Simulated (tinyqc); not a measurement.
Worked calculation: admittance spectroscopy and thermally stimulated current of one trap level in a depletion layer. Computed by tinyqc, a small Python program that keeps every step. Command: `OMP_NUM_THREADS=1 python tinyqc.py 3112572 3112573 out.jsonl admit walk`. One thread of a shared host (Intel(R) Xeon(R) Processor @ 2.30GHz), about 0.01 s of CPU time with the checks. Intermediate numbers are printed to about 6 digits and carried at full precision; extremes and crossings named in words are read from the listed rows.

A Schottky junction on n-type material holds one donor-like electron trap; shallow donors are fully ionised and abrupt depletion edges are assumed.

Inputs (values chosen for the exercise, modelled on n-type 4H-SiC):
```
quantity                         value    unit
dielectric constant eps           9.89       -
density-of-states mass m         0.795     m_0
shallow doping N               8.7e+16  1/cm^3
trap density N_t               6.4e+15  1/cm^3
trap depth E_t below the band    0.515      eV
capture cross section sigma    6.6e-15    cm^2
band bending V_b                   1.3       V
test frequency f                  1000      Hz
heating rate beta                 0.49     K/s
```

Constants: k_B = 1.380649e-23 J/K; m_0 = 9.1093837015e-31 kg; h = 6.62607015e-34 J s; k_B = 8.617333262e-05 eV/K; eps_0 = 8.8541878128e-12 F/m; e = 1.602176634e-19 C.

## Temperature of the peak

N_c = 2 (2 pi m k_B T/h^2)^(3/2), v_th = sqrt(3 k_B T/m), emission rate e_n = sigma v_th N_c exp(-E_t/(k_B T)). Where the level crosses the Fermi level capture equals emission, so the trap follows the signal with the rate 2 e_n; G/omega peaks at omega = 2 e_n (the correction for large N_t/N is left out). Solve 2 e_n(T_p) = 2 pi f.

peak temperature T_p = 298.803 K

N_c at T_p = 1.76815e+19 1/cm^3

e_n at T_p = 3141.59 1/s

E_c - E_F = k_B T_p ln(N_c/N) = 0.136839 eV

## The capacitance step

With E_c - E_F = k_B T_p ln(N_c/N): lambda = sqrt(2 eps eps_0 (E_t - (E_c - E_F))/(e^2 N)); traps are empty and charged for x < x_t = w - lambda, and V_b = e (N w^2 + N_t x_t^2)/(2 eps eps_0). High frequency: C_hf = eps eps_0/w. Low frequency: C_lf = eps eps_0 (N + N_t)/(N w + N_t x_t).

lambda = 68.9305 nm

depletion width w = 126.835 nm

crossing point x_t = 57.9049 nm

C_hf = 69.0406 nF/cm^2

C_lf = 71.7111 nF/cm^2

step (C_lf - C_hf)/C_hf = 0.0386799

small-N_t estimate (N_t/N)(lambda/w) = 0.0399790

Reading N_t/N straight from the step would give 0.0387 against the true 0.0736: the factor lambda/w must be known.

## Scan in temperature at fixed frequency

With x = omega/(2 e_n): C = C_hf + (C_lf - C_hf)/(1 + x^2), G/omega = (C_lf - C_hf) x/(1 + x^2); C_hf and C_lf are held at their values at T_p.

Admittance:
```
T (K)  omega/(2 e_n)  C (nF/cm^2)  G/omega (nF/cm^2)
262.9        19.8349      69.0474            0.13429
274.9         6.7252      69.0984            0.38850
283.9         3.1653      69.2830            0.76711
292.8         1.5693      69.8118            1.21026
298.8         1.0002      70.3756            1.33524
304.8         0.6484      70.9207            1.21902
313.7         0.3509      71.4183            0.83443
325.7         0.1614      71.6434            0.41998
340.6         0.0661      71.6995            0.17581
```

The peak of G/omega is half the step, 1.34 nF/cm^2. Its full width is near 2 ln(2 + sqrt3) k_B T_p^2/(E_t + 2 k_B T_p) = 35.8 K.

## Arrhenius plot

T_p for 0.1, 0.3, 1, 3 and 10 f; least-squares lines of ln(e_n/T^2) and of ln(e_n) against 1/(k_B T), e_n = pi f; sigma = exp(intercept)/(v_th N_c/T^2).

Peaks:
```
f (Hz)  T_p (K)  1/(k_B T) (1/eV)  ln(e_n/T^2)  ln(e_n)
100     270.378           42.9195     -5.44975   5.7499
300     283.264           40.9671     -4.44425   6.8485
1000    298.803           38.8367     -3.34708   8.0525
3000    314.469           36.9019     -2.35068   9.1511
10000   333.533           34.7927     -1.26442  10.3551
```

depth from e_n/T^2 = 0.515 eV

cross section from the intercept = 6.60e-15 cm^2

depth without the T^2 = 0.566620 eV

Leaving out T^2 adds 52 meV, near 2 k_B T_p = 51 meV.

## Thermally stimulated current

Thermally stimulated current without retrapping: filled share n(T) = exp(-(1/beta) int e_n dT), current proportional to e_n n; the peak obeys beta (E_t/(k_B T^2) + 2/T) = e_n(T). The integral starts at 0.5 T_m and uses 4000 trapezoid steps to 1.2 T_m. Chen's first-order estimate from the full width W = T_2 - T_1 between the half-height points: E = 2.52 k_B T_m^2/W - 2 k_B T_m.

peak temperature T_m = 200.483 K

lower half-height T_1 = 191.852 K

upper half-height T_2 = 206.660 K

filled share at T_m = 0.389072

E_t/(k_B T_m) = 29.8096

symmetry factor (T_2 - T_m)/(T_2 - T_1) = 0.417112

depth by Chen's formula = 0.554912 eV

The slow ramp empties the trap at 200 K, far below the admittance peak at 299 K, since the rate asked for is 0.078 per second instead of 3100. Chen's formula, made for a constant prefactor, gives 40 meV more than E_t.

Checks made by the program: C_lf against dQ/dV by differences (relative difference below 1e-10); depth recovered (relative difference below 1e-10); peak of the integrated curve (relative difference 2e-05).
